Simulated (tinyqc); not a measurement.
Inside a calculation. Method: G0W0 on RHF in the sto-3g basis, for H3+, spin multiplicity 1. Computed by tinyqc, a small Python program that keeps every step (integrals from PySCF). Settings: charge = 1, multiplicity = 1, basis = sto-3g, method = RHF, energy threshold = 1e-10, iteration cap = 73, orthogonalisation = symmetric, start = core, DIIS depth = 6. Command: `OMP_NUM_THREADS=1 python tinyqc.py 27561 27562 out.jsonl` (the two numbers bound the seeds that draw the settings). One thread of a shared host (Intel(R) Xeon(R) Processor @ 2.60GHz), about 0.05 s of CPU time with the checks. The early iterations of the SCF are left out here.

## One-electron integrals

Geometry (angstrom):
```
atom         x         y         z
H     0.000000  0.000000  0.000000
H     0.000000  0.000000  0.986000
H     0.000000  0.854000  0.493000
```

Basis sto-3g: exponents (1/bohr^2) and contraction coefficients of normalised primitives:
```
element  l (shell)  exponent  coefficient
H            s (1)  3.425251     0.154329
H            s (1)  0.623914     0.535328
H            s (1)  0.168855     0.444635
```

Overlap, kinetic and nuclear-attraction integrals over the contracted functions; the nuclear repulsion is the sum of Za Zb / Rab.

nuclear repulsion = 1.60997937 hartree

overlap S, lower triangle:
```
          1H 1s     2H 1s     3H 1s
1H 1s  1.000000
2H 1s  0.504770  1.000000
3H 1s  0.504720  0.504720  1.000000
```

kinetic energy T (hartree), lower triangle:
```
          1H 1s     2H 1s     3H 1s
1H 1s  0.760032
2H 1s  0.116587  0.760032
3H 1s  0.116554  0.116554  0.760032
```

nuclear attraction V (hartree), lower triangle:
```
           1H 1s      2H 1s      3H 1s
1H 1s  -2.265104
2H 1s  -1.094551  -2.265104
3H 1s  -1.094423  -1.094423  -2.265065
```

core Hamiltonian H = T + V (hartree), lower triangle:
```
           1H 1s      2H 1s      3H 1s
1H 1s  -1.505072
2H 1s  -0.977965  -1.505072
3H 1s  -0.977869  -0.977869  -1.505033
```

## Two-electron integrals

Functions are numbered as in S; the eight-fold symmetry (ij|kl) = (ji|kl) = (kl|ij) leaves the list below.

Two-electron integrals (ij|kl) in chemists' order, unique and non-zero (hartree):
```
(11|11) 0.774606   (21|11) 0.315827   (21|21) 0.163757   (22|11) 0.482626
(22|21) 0.315827   (22|22) 0.774606   (31|11) 0.315787   (31|21) 0.147909
(31|22) 0.254740   (31|31) 0.163720   (32|11) 0.254740   (32|21) 0.147909
(32|22) 0.315787   (32|31) 0.147895   (32|32) 0.163720   (33|11) 0.482597
(33|21) 0.254756   (33|22) 0.482597   (33|31) 0.315787   (33|32) 0.315787
(33|33) 0.774606
```

## Orthogonalisation

S = U s U^T; symmetric (Loewdin) form X = U s^(-1/2) U^T, so that X^T S X = 1.

eigenvalues of S: 0.495230  0.495297  2.009473

X, lower triangle:
```
           1H 1s      2H 1s     3H 1s
1H 1s   1.182464
2H 1s  -0.238545   1.182464
3H 1s  -0.238488  -0.238488  1.182431
```

## Iteration 3 (converged): orbitals

converged F (hartree), lower triangle:
```
           1H 1s      2H 1s      3H 1s
1H 1s  -0.781177
2H 1s  -0.749069  -0.781177
3H 1s  -0.749015  -0.749015  -0.781138
```

Diagonalise F' = X^T F X, C = X C', fill 1 alpha and 1 beta electrons from the bottom; D = 2 C_occ C_occ^T. Each column has its largest component positive (the first on a tie).

F' = X^T F X (hartree), lower triangle:
```
           1          2          3
1  -0.421330
2  -0.356495  -0.421330
3  -0.356435  -0.356435  -0.421336
```

orbital energies (hartree): MO1 -1.134243, MO2 -0.064918, MO3 -0.064835

coefficients C:
```
            MO1        MO2        MO3
1H 1s  0.407294  -0.580068   1.004805
2H 1s  0.407294  -0.580068  -1.004805
3H 1s  0.407266   1.160185   0.000000
```

D after iteration 3, lower triangle:
```
          1H 1s     2H 1s     3H 1s
1H 1s  0.331777
2H 1s  0.331777  0.331777
3H 1s  0.331754  0.331754  0.331732
```

## Convergence

Stop when the energy changes by less than 1e-10 hartree and every element of the error matrix X^T (F D S - S D F) X is below 3e-06.

Course of the cycle:
```
iteration  E (hartree)     change  largest element of the error matrix
1          -1.24653648          -                             2.33e-05
2          -1.24653648  -5.72e-10                             3.04e-06
3          -1.24653648  -9.94e-12                             6.94e-12
```

PySCF RHF in the same basis = -1.24653648 hartree

Converged in 3 iterations.

## Integrals over molecular orbitals

(pq|rs) = sum C_ip C_jq C_kr C_ls (ij|kl), one index at a time.

one-electron integrals over orbitals h = C^T H C (hartree), lower triangle:
```
           1          2          3
1  -1.722273
2   0.000012  -1.064428
3   0.000000   0.000000  -1.064370
```

Two-electron integrals over orbitals (pq|rs), unique and non-zero (hartree):
```
(11|11) 0.588030    (21|11) -0.000012   (21|21) 0.144001    (22|11) 0.571755
(22|21) 0.095072    (22|22) 0.655312    (31|31) 0.144001    (32|31) -0.095068
(32|32) 0.075477    (33|11) 0.571768    (33|21) -0.095078   (33|22) 0.504335
(33|33) 0.655318
```

## Screening: direct RPA

With D = e_a - e_i and K = (ia|jb): diagonalise D^(1/2) (D + 4K) D^(1/2) = Z w^2 Z^T; X + Y = D^(1/2) Z w^(-1/2), each column of Z with its largest component positive (the first on a tie); E_c = (sum w - tr (D + 2K)) / 2.

D^(1/2) (D + 4K) D^(1/2) (hartree^2):
```
          1>2       1>3
1>2  1.759388  0.000000
1>3  0.000000  1.759617
```

excitation energies w (hartree): 1.326419  1.326506

X + Y:
```
            1         2
1>2  0.897872  0.000000
1>3  0.000000  0.897878
```

RPA correlation energy = -0.03090542 hartree

## G0W0 on Hartree-Fock: HOMO

W(p,q,m) = sqrt2 sum_ia (pq|ia) (X+Y)_ia,m; Sigma_c(x) = sum_(i,m) W^2/(x - e_i + w_m) + sum_(a,m) W^2/(x - e_a - w_m); solve x = e_p + Sigma_c(x) by Newton steps; Z = 1/(1 - dSigma/dx); 1 hartree = 27.211386 eV.

The 12 largest terms at x = e_p (hartree; W for the signs of X + Y given):
```
q  m          W       term
2  1   0.182849  -0.013956
3  2   0.182851  -0.013955
1  1  -0.000015   1.65e-10
```

Newton steps (hartree):
```
step          x  Sigma_c(x)         Z
0     -1.134243   -0.027910  0.988485
1     -1.161832   -0.027593  0.988742
2     -1.161835   -0.027593  0.988742
```

quasiparticle energy of the HOMO = -31.615150 eV

Hartree-Fock value = -30.864317 eV

## G0W0 on Hartree-Fock: LUMO

As before.

The 12 largest terms at x = e_p (hartree; W for the signs of X + Y given):
```
q  m          W       term
1  1   0.182849   0.013956
2  1   0.120721  -0.010987
3  2  -0.120716  -0.010985
```

Newton steps (hartree):
```
step          x  Sigma_c(x)         Z
0     -0.064918   -0.008016  0.978101
1     -0.072759   -0.007842  0.978250
2     -0.072760   -0.007842  0.978250
```

quasiparticle energy of the LUMO = -1.979896 eV

Hartree-Fock value = -1.766516 eV
